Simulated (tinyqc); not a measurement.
RHF in the sto-3g basis, for BeH2, spin multiplicity 1, step by step (part 2 of 2). Computed by tinyqc, a small Python program that keeps every step (integrals from PySCF). Command: `OMP_NUM_THREADS=1 python tinyqc.py 22757 22758 out.jsonl` (the two numbers bound the seeds that draw the settings). One thread of a shared host (Intel(R) Xeon(R) Processor @ 2.60GHz), about 0.09 s of CPU time with the checks.

Geometry (angstrom):
```
atom       x        y       z
Be    0.0000   0.0000  0.0000
H     0.0000   1.2390  0.0500
H     0.0000  -1.3060  0.0520
```

## Convergence

Stop when the energy changes by less than 1e-09 hartree and every element of the error matrix X^T (F D S - S D F) X is below 9e-06.

Course of the cycle:
```
iteration  E (hartree)     change  largest element of the error matrix
1           -15.550097          -                             1.40e-01
2           -15.554640  -4.54e-03                             7.80e-02
3           -15.557142  -2.50e-03                             3.92e-02
4           -15.558476  -1.33e-03                             1.96e-02
5           -15.559166  -6.91e-04                             9.81e-03
6           -15.559517  -3.51e-04                             4.91e-03
7           -15.559695  -1.77e-04                             2.45e-03
8           -15.559784  -8.90e-05                             1.23e-03
9           -15.559828  -4.46e-05                             6.14e-04
10          -15.559850  -2.23e-05                             3.07e-04
11          -15.559862  -1.12e-05                             1.53e-04
12          -15.559867  -5.58e-06                             7.67e-05
13          -15.559870  -2.79e-06                             3.83e-05
14          -15.559871  -1.40e-06                             1.92e-05
15          -15.559872  -6.98e-07                             9.59e-06
16          -15.559872  -3.49e-07                             4.79e-06
17          -15.559873  -1.74e-07                             2.40e-06
18          -15.559873  -8.72e-08                             1.20e-06
19          -15.559873  -4.36e-08                             5.99e-07
20          -15.559873  -2.18e-08                             3.00e-07
21          -15.559873  -1.09e-08                             1.50e-07
22          -15.559873  -5.45e-09                             7.49e-08
23          -15.559873  -2.73e-09                             3.74e-08
24          -15.559873  -1.36e-09                             1.87e-08
25          -15.559873  -6.82e-10                             9.36e-09
```

PySCF RHF in the same basis = -15.559873 hartree

Converged in 25 iterations.

## Populations, bond orders and dipole

D after iteration 25, order 1Be 1s, 1Be 2s, 1Be 2px, 1Be 2py, 1Be 2pz, 2H 1s, 3H 1s:
```
[[2.0725, -0.1866, 0.0000, -0.0034, -0.0045, -0.1877, -0.1841],
 [-0.1866, 0.5911, 0.0000, -0.0077, 0.0106, 0.4245, 0.4347],
 [0.0000, 0.0000, 0.0000, 0.0000, 0.0000, 0.0000, 0.0000],
 [-0.0034, -0.0077, 0.0000, 0.5119, 0.0002, 0.4022, -0.4067],
 [-0.0045, 0.0106, 0.0000, 0.0002, 0.0002, 0.0079, 0.0075],
 [-0.1877, 0.4245, 0.0000, 0.4022, 0.0079, 0.6309, -0.0060],
 [-0.1841, 0.4347, 0.0000, -0.4067, 0.0075, -0.0060, 0.6352]]
```

overlap S, order 1Be 1s, 1Be 2s, 1Be 2px, 1Be 2py, 1Be 2pz, 2H 1s, 3H 1s:
```
[[1.0000, 0.2595, 0.0000, 0.0000, 0.0000, 0.0867, 0.0747],
 [0.2595, 1.0000, 0.0000, 0.0000, 0.0000, 0.5009, 0.4734],
 [0.0000, 0.0000, 1.0000, 0.0000, 0.0000, 0.0000, 0.0000],
 [0.0000, 0.0000, 0.0000, 1.0000, 0.0000, 0.5514, -0.5345],
 [0.0000, 0.0000, 0.0000, 0.0000, 1.0000, 0.0223, 0.0213],
 [0.0867, 0.5009, 0.0000, 0.5514, 0.0223, 1.0000, 0.0455],
 [0.0747, 0.4734, 0.0000, -0.5345, 0.0213, 0.0455, 1.0000]]
```

Mulliken: Z minus the diagonal of D S on the atom; Loewdin: the same with S^(1/2) D S^(1/2); Mayer order: 2 sum_s sum (D(s) S)_ij (D(s) S)_ji over the two atoms.

Charges (e):
```
atom  Mulliken  Loewdin
1Be     0.0933   0.0726
2H     -0.0489  -0.0372
3H     -0.0444  -0.0354
```

Mayer bond orders:
```
pair      order
2-1      0.9976
3-1      0.9980
3-2   -2.86e-06
```

dipole moment about the origin, x y z (debye): [0.0000, 0.0038, -0.1849]
